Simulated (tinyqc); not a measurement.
Absorption spectrum: gated graphene: carriers, quantum capacitance and optical conductivity.

Conductivity over sigma0 = e^2/(4 hbar): interband Re = sinh(E/2kT)/(cosh(mu/kT) + cosh(E/2kT)); intraband Re = (8 kT/pi) ln(2 cosh(mu/2kT)) Gm/(E^2 + Gm^2). A free sheet absorbs about pi alpha_f Re(sigma/sigma0), alpha_f the fine-structure constant (alpha among the constants).

Constants: kB = 8.617333262e-05 eV/K; fine-structure constant alpha = 0.007297352564.

Parameters, chosen for this exercise (out of a larger set: Fermi velocity near that of graphene, gate dielectric near SiO2; not measured data): T = 300 K; Gm = 5 meV (intraband damping).

mu = 0.25164 eV

Results:

| E (eV) | interband | intraband | absorption (%) |
|---|---|---|---|
| 0.050 | 0.0001 | 0.6345 | 1.455 |
| 0.101 | 0.0004 | 0.1567 | 0.360 |
| 0.176 | 0.0018 | 0.0517 | 0.123 |
| 0.252 | 0.0077 | 0.0252 | 0.075 |
| 0.352 | 0.0509 | 0.0129 | 0.146 |
| 0.428 | 0.1891 | 0.0087 | 0.454 |
| 0.503 | 0.4986 | 0.0063 | 1.158 |
| 0.579 | 0.8122 | 0.0048 | 1.873 |
| 0.654 | 0.9486 | 0.0037 | 2.183 |
| 0.805 | 0.9971 | 0.0025 | 2.292 |
| 1.007 | 0.9999 | 0.0016 | 2.296 |
| 1.510 | 1.0000 | 0.0007 | 2.294 |

What can be read from this table?

The edge lies at 2|mu| = 0.503 eV and, for |mu| above about 3 kT (here 9.7), rises from 10 % to 90 % over about 8.8 kT = 0.227 eV. The absorption is lowest, 0.075 %, at 0.252 eV of those listed, between the Drude tail and the edge; at the last row it is 2.294 % against pi alpha_f = 2.293 %. The thin-sheet formula fails where the absorption is large, and trigonal warping matters above about 1.5 eV.

Computed by tinyqc, a small Python program: `OMP_NUM_THREADS=1 python tinyqc.py 1680272 1680273 out.jsonl` (the numbers bound the seed that draws the inputs); one thread of a shared host (Intel(R) Xeon(R) Processor @ 2.30GHz), about 0.01 s for the whole set of steps.
